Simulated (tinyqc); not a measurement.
# Free and trapped electrons in a MOS channel with a dense trap tail: effect of the density of the tail at the conduction edge

p-type body, charge-sheet picture, full ionisation (an idealisation for deep acceptors), Boltzmann statistics for free electrons. e = Ec - EF at the surface. Acceptor-like traps of density D(E) = D0 + De exp(-E/Ew) at depth E below Ec, from 0 to Eu, hold n_t = integral of D(E)/(1 + exp((e - E)/Vt)). psi = Eg - Vt ln(Nv/Na) - e; N_dep = sqrt(2 eps0 eps_r Na (psi - Vt)/q); n_f = sqrt(N_dep^2 + 2 eps0 eps_r Vt Nc exp(-e/Vt)/q) - N_dep; Vg = Vfb + psi + q (N_dep + n_t + n_f)/Cox, Cox = eps0 eox/tox.

VT is the Vg for n_f = 1e11 cm^-2; swing ln 10 n_f/(dn_f/dVg) at n_f = 1e8 cm^-2; the last three columns are for Vg = VT + 2.9 V, with free share n_f/(n_f + n_t) and field-effect mobility mf q (dn_f/dVg)/Cox; there EF is near the band edge, where Boltzmann statistics are rough.

Parameters, values chosen for the exercise; band and dielectric values close to those of 4H silicon carbide: temperature T = 400 K; band gap Eg = 3.23 eV; relative permittivity eps_r = 9.6; conduction-band density of states at T Nc = 2.6e19 cm^-3; valence-band density of states at T Nv = 3.9e19 cm^-3; relative permittivity of the insulator eox = 3.9; insulator thickness tox = 36 nm; acceptor density Na = 3.5e16 cm^-3; flat-band voltage without trapped charge Vfb = -2.45 V; constant background density of acceptor-like traps D0 = 5.3e10 cm^-2 eV^-1; decay energy of the tail Ew = 0.06 eV; depth below Ec down to which the traps reach Eu = 0.76 eV; mobility of free electrons mf = 200 cm^2/(V s).

Constants: q = 1.602176634e-19 C, kB = 1.380649e-23 J/K, Vt = kB T/q, eps0 = 8.8541878128e-14 F/cm where lengths are in cm. Results are converted to the units shown.

Results:
```
De (cm^-2 eV^-1),e at VT (eV),VT (V),q n_t/Cox at VT (V),swing (mV/decade),n_f (cm^-2),free share (%),field-effect mobility (cm^2/(V s))
1e12,0.1307,2.358,0.07368,113.2,1.708e12,95.48,193.7
2e12,0.1307,2.377,0.09172,113.7,1.678e12,93.19,191.9
5e12,0.1307,2.431,0.1458,115.2,1.590e12,86.67,186.4
2e13,0.1307,2.701,0.4163,122.6,1.224e12,61.01,156.2
4e13,0.1307,3.062,0.7771,132.5,8.952e11,40.07,118.2
9e13,0.1307,3.964,1.679,157.4,5.100e11,18.26,62.07
2e14,0.1307,5.947,3.663,212.0,2.785e11,6.965,25.38
```

Estimate the missing row, De = 1e13 cm^-2 eV^-1.

Computed row:
```
De (cm^-2 eV^-1),e at VT (eV),VT (V),q n_t/Cox at VT (V),swing (mV/decade),n_f (cm^-2),free share (%),field-effect mobility (cm^2/(V s))
1e13,0.1307,2.521,0.2360,117.6,1.455e12,76.91,176.7
```

With this row back in the table: As De goes from 1e12 to 2e14, VT rises from 2.36 to 5.95 V, its part due to traps rises from 0.0737 to 3.66 V, the swing rises from 113 to 212 mV/decade and the field-effect mobility falls from 194 to 25.4 cm^2/(V s).

Computed by the program tinyqc: `OMP_NUM_THREADS=1 python tinyqc.py 2222238 2222239 out.jsonl`, one thread of a shared Intel Xeon 2.30GHz, about 0.02 s for the whole run.
